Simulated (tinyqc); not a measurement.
# Worked calculation: threshold-voltage variability of a planar MOSFET, analytic estimates

Computed by the program tinyqc: `OMP_NUM_THREADS=1 python tinyqc.py 2090039 2090040 out.jsonl`, one thread of a shared Intel Xeon 2.30GHz, about 0.01 s for the whole run. Printed values are rounded.

Three independent sources add in quadrature: random dopants in the depleted layer, metal-gate grains of two orientations, and roughness of the two gate edges acting through the roll-off VT = VT(long) - Vr exp(-L/l). These are first-order estimates: no three-dimensional electrostatics, no percolation.

Inputs (values chosen for the exercise); material values close to those of silicon: temperature T = 400 K; band gap Eg = 1.11 eV; relative permittivity of the semiconductor eps_r = 11.6; conduction-band density of states at T Nc = 4.39e19 cm^-3; valence-band density of states at T Nv = 4.08e19 cm^-3; channel doping Na = 8.7e17 cm^-3; oxide-equivalent thickness in inversion ti = 2 nm; gate length L = 45 nm; gate width W = 170 nm; metal grain size G = 4 nm; work-function difference of the two grain orientations dW = 0.2 eV; share of the orientation of higher work function p = 0.5; rms roughness of one gate edge De = 1 nm; correlation length of the roughness La = 10 nm; decay length of the threshold roll-off l = 7.6 nm; prefactor of the roll-off Vr = 2.3 V; subthreshold factor n = 1.2; gm/I of a matched pair gI = 15 1/V; spread of the gain factor of one device sb = 2.2 %; number of cells Nb = 8388608; wanted yield Y = 0.99.

Constants: q = 1.602176634e-19 C, kB = 1.380649e-23 J/K, Vt = kB T/q, eps0 = 8.8541878128e-14 F/cm where lengths are in cm. Results are converted to the units shown.

## Random dopants

ni = sqrt(Nc Nv) exp(-Eg/(2 Vt)), Eg in volts; Cox = 3.9 eps0/ti; Wd = sqrt(4 eps0 eps_r Vt ln(Na/ni)/(q Na)); dopants: s1 = (q/Cox) sqrt(Na Wd/(3 L W)). The slope A1 = s1 sqrt(L W); mean number of dopants Na L W Wd.

Cox = 1.72657 uF/cm^2
Wd = 35.2300 nm
mean number of dopants = 234.473
A1 = 0.937955 mV um
s1 = 10.7239 mV

Counting alone, 1/sqrt(N) of the depletion voltage q Na Wd/Cox = 284 mV, would give sqrt(3) times more: dopants deep in the layer act less on the surface.

## Metal grains and edge roughness

Grains: Ng = L W/G^2 (at least 1), s2 = dW sqrt(p (1 - p)/Ng). Edges, with exponential correlation and u = W/La: the mean gate length has sL^2 = 2 De^2 (2/u)[1 - (1 - exp(-u))/u]; s3 = sL (Vr/l) exp(-L/l).

Ng = 478.125
s2 = 4.57330 mV
sL = 0.470588 nm
dVT/dL = 0.811771 mV/nm
s3 = 0.382010 mV

## Total spread, mismatch and leakage

s = sqrt(s1^2 + s2^2 + s3^2). For a pair: s(dVT) = sqrt(2) s; current mismatch sqrt(2) sqrt((gI s)^2 + sb^2); input offset = current mismatch/gI. For a Gaussian VT the off current is log-normal with mean/median = exp(s^2/(2 (n Vt)^2)).

s = 11.6646 mV
s(dVT) = 16.4962 mV
current mismatch = 24.9391 %
input offset = 16.6261 mV
mean/median of Ioff = 1.04056

The dopants give 84.5 % of the variance; without them s would be 4.59 mV.

## Iteration 1: margin in standard deviations for the wanted yield

k at the start = 3

Cells fail independently with probability Q(k) = erfc(k/sqrt(2))/2 when the margin is k standard deviations, and Y = exp(-Nb Q(k)). phi = exp(-k^2/2)/sqrt(2 pi). Newton steps on ln Q(k) = ln(-ln(Y)/Nb): k(new) = k + [ln Q - ln(-ln(Y)/Nb)] Q/phi.

Q(k) = 0.00134990
phi = 0.00443185
k after iteration 1 = 7.24441

## Iteration 2: margin in standard deviations for the wanted yield

As before.

Q(k) = 2.17167e-13
phi = 1.60218e-12
k after iteration 2 = 6.07661

## Course of the iteration: margin in standard deviations for the wanted yield

Stop when k changes by less than 1e-9, or after 30 iterations.

Course of the iteration:
```
iteration        k  |change|
1          7.24441      4.24
2          6.07661      1.17
3          5.96930     0.107
4          5.96838   9.17e-4
5          5.96838   6.70e-8
6          5.96838   < 1e-12
```

Converged in 6 iterations. At the end the number of correct digits about doubles with each step. With s(dVT) = 16.5 mV, 5.97 standard deviations are 98.5 mV.
